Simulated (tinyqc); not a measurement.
## Segment and feed resistance from two drops

Problem. A rail is fed at one end through Rq; K loads of Ij follow, each after a segment Rs. The drop at load j is K Ij Rq + Rs Ij sum_(l=1..j) (K - l + 1). Find Rs, Rq and the worst drop, at the middle, if the rail were fed through Rq at both ends: K Ij Rq/2 + Rs Ij K^2/8 with the load taken as continuous.

Parameters, values chosen for the exercise:
```
symbol  value  unit                meaning
K          18        number of equal loads
Ij        2.5    mA   current of each load
```

drops at the first and at the last load (mV): 51.75  246.82500

Solution. The difference of the two drops is Rs Ij K (K - 1)/2, which gives Rs; the first drop then gives Rq.

Rs = 0.510 ohm
Rq = 0.640 ohm
drop at the middle with two feeds = 66.0 mV

Program tinyqc, `OMP_NUM_THREADS=1 python tinyqc.py 2770211 2770212 out.jsonl`; Intel Xeon 2.30GHz, shared host, one thread, about 0.1 s.
